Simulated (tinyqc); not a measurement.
What moves the results: round or elliptic silicon nanowire with anisotropic valleys (Ritz method). A value that a table varies takes the place of the one given here.

Wire along x = [100] on a (001) wafer, y = [010], z = [001]. Valley groups, two valleys each (w = inverse masses): A, axis along z: w_y = 1/mt, w_z = 1/ml, m_x = mt; B, axis along y: w_y = 1/ml, w_z = 1/mt, m_x = mt; C, axis along x: w_y = w_z = 1/mt, m_x = ml.

Hard wall on the ellipse (y/a)^2 + (z/b)^2 = 1, c = hbar^2/2m0. With u = y/a, v = z/b the operator is -c [(w_y/a^2) d2/du2 + (w_z/b^2) d2/dv2] on the unit disc. Basis (1 - u^2 - v^2) u^i v^j; S, X and Y are the disc integrals of f f', (df/du)(df'/du) and (df/dv)(df'/dv), from the integral of u^p v^q = 2 Gamma((p+1)/2) Gamma((q+1)/2)/((p + q + 2) Gamma((p+q+2)/2)) for even p, q; H = c (w_y X/a^2 + w_z Y/b^2).

Converged values use 21 functions of each parity class (e or o in u, then in v).

Constants: hbar^2/2m0 = 3.80998211 eV angstrom^2.

Parameters, chosen for this exercise (near those of a Si nanowire; the results hold for these values, not for the real material):
- ml = 0.902 m0 (longitudinal mass)
- mt = 0.187 m0 (transverse mass)
- a = 28 angstrom (semi-axis along y)
- b = 28 angstrom (semi-axis along z)
- asp = (0.4, 0.6, 0.8, 1, 1.3, 1.8, 2.5) (ratios a/b)
- area = 24.6 nm^2 (cross-section, kept fixed)
- hw = 2 (height over mean width)

## Size of the basis

Lowest level of each group with 1, 3, 6 and 21 even functions.

Levels (meV):

| functions | A | B | C |
|---|---|---|---|
| 1 | 94.13 | 94.13 | 155.93 |
| 3 | 89.27 | 89.27 | 150.32 |
| 6 | 89.18 | 89.18 | 150.29 |
| 21 | 89.18 | 89.18 | 150.29 |

How do the results move?

One function errs by 5.5 % for A, 5.5 % for B and 3.7 % for C, six by 0.00052, 0.00052 and 2.5e-05 meV. The error grows with the axis ratio of the stretched ellipse (2.20, 2.20, 1.00); for a circle it is 6/5.783 - 1 = 3.7 %.

## Flattening the wire at fixed area

a = sqrt(area x ratio/pi), b = a/ratio, 1 nm^2 = 100 angstrom^2; lowest level of each group.

Levels (eV):

| a/b | a (angstrom) | b (angstrom) | A | B | C |
|---|---|---|---|---|---|
| 0.4 | 17.7 | 44.2 | 0.1810 | 0.0691 | 0.2132 |
| 0.6 | 21.7 | 36.1 | 0.1288 | 0.0710 | 0.1693 |
| 0.8 | 25.0 | 31.3 | 0.1036 | 0.0790 | 0.1540 |
| 1.0 | 28.0 | 28.0 | 0.0893 | 0.0893 | 0.1505 |
| 1.3 | 31.9 | 24.5 | 0.0776 | 0.1065 | 0.1554 |
| 1.8 | 37.5 | 20.9 | 0.0698 | 0.1371 | 0.1755 |
| 2.5 | 44.2 | 17.7 | 0.0691 | 0.1810 | 0.2132 |

What can be read from the table?

Each group is lowest where its stretched ellipse is a circle, at a/b = sqrt(w_y/w_z): 2.20 for A, 0.46 for B and 1.00 for C. The lowest group is B in the first row and A in the last, A and B crossing at a/b = 1 by symmetry; B - A is -112 meV in the first row and +112 meV in the last.

## Shape of the cross-section

Equal area, hard walls, lowest level of -c (w_y d2/dy2 + w_z d2/dz2), c = hbar^2/2m0. Rectangle W x H with H/W = hw; ellipse with b/a = hw; trapezoid of height H, base W/0.8 and top 0.6 of the base; isosceles triangle of height H and base 2W. Ellipse, trapezoid and triangle by converged Ritz bases; 1 nm^2 = 100 angstrom^2.

Levels:

| shape | A (eV) | B (eV) | B - A (meV) |
|---|---|---|---|
| rectangle | 0.1720 | 0.0748 | -97.2 |
| ellipse | 0.1495 | 0.0688 | -80.7 |
| trapezoid | 0.1548 | 0.0762 | -78.7 |
| triangle | 0.1053 | 0.0958 | -9.5 |

W = 35.1 angstrom
H = 70.1 angstrom

How do the results move?

For group A the order is triangle, ellipse, trapezoid, rectangle, spanning 63 %. For group B the order is ellipse, rectangle, trapezoid, triangle, spanning 39 %. The ellipse lies below the rectangle for both groups, since corners hold little of the wave function. The triangle is lowest for A, whose light mass lies across the width and gains from the wide base. The spacing B - A of the valley groups runs from -97 to -9 meV.

## What each parameter does

Lowest level of groups A and B. Each row changes one parameter from the base and keeps the others.

Results:

| case | A (eV) | B (eV) | B - A (meV) |
|---|---|---|---|
| base | 0.0892 | 0.0892 | 0.0 |
| a = 26 angstrom | 0.1006 | 0.0919 | -8.7 |
| b = 31 angstrom | 0.0860 | 0.0759 | -10.1 |
| ml = 1.01 m0 | 0.0873 | 0.0873 | 0.0 |
| mt = 0.168 m0 | 0.0973 | 0.0973 | 0.0 |

How do the results move?

The largest shifts from the base row, up to three for each result and ties (the steps differ in size, so this ranks the rows, not the parameters). A (eV): a +0.0115, mt +0.0081, b -0.0032. B (eV): b -0.0133, mt +0.0081, a +0.0027. B - A (meV): b -10.1, a -8.7; unchanged at the printed digits by ml and mt.

tinyqc: `OMP_NUM_THREADS=1 python tinyqc.py 1281916 1281917 out.jsonl`; about 0.06 s, one thread, shared Intel(R) Xeon(R) Processor @ 2.30GHz.
